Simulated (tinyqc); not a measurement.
Two-valley model of the transferred-electron effect: one step, computed by the program tinyqc. Command: `OMP_NUM_THREADS=1 python tinyqc.py 3025380 3025381 out.jsonl gunn walk`. One thread of a shared host (Intel(R) Xeon(R) Processor @ 2.30GHz), about 0.01 s of CPU time with the checks.

Both kinds of valley share one electron temperature T_e, and each has a constant mobility.

Problem. First two iterations. Density-of-states ratio R = Z (m2/m1)^(3/2); n2/n1 = R exp(-dE/(k_B T_e)); mean mobility mu = (mu1 + mu2 n2/n1)/(1 + n2/n1); energy balance e mu F^2 = (3/2) k_B (T_e - T)/tau_E; v = mu F. Fixed point from T_e = T: T_out = T + (2/3) e mu(T_e) F^2 tau_E/k_B, T_new = T_e + mixing (T_out - T_e); stop when |T_out - T_e| is below 1e-6 K.

Inputs (values chosen for the exercise, modelled on GaAs):

| quantity | value | unit |
|---|---|---|
| central-valley mass m1 | 0.067 | m_0 |
| satellite-valley mass m2 | 0.23 | m_0 |
| satellite valleys Z | 4 | - |
| valley separation dE | 0.3 | eV |
| central-valley mobility mu1 | 7600 | cm^2/(V s) |
| satellite-valley mobility mu2 | 170 | cm^2/(V s) |
| energy relaxation time tau_E | 1 | ps |
| lattice temperature T | 350 | K |
| electric field F | 7.5 | kV/cm |
| mixing | 0.05 | - |

Solver: damped fixed point.

Constants: k_B = 8.617333262e-05 eV/K.

Give: T_out of iteration 1; T_e after iteration 1; mu at that T_e; T_e after iteration 2.

Solution.

T_out of iteration 1 = 3653 K

T_e after iteration 1 = 515.2 K

mu at that T_e = 7387 cm^2/(V s)

T_e after iteration 2 = 667.6 K
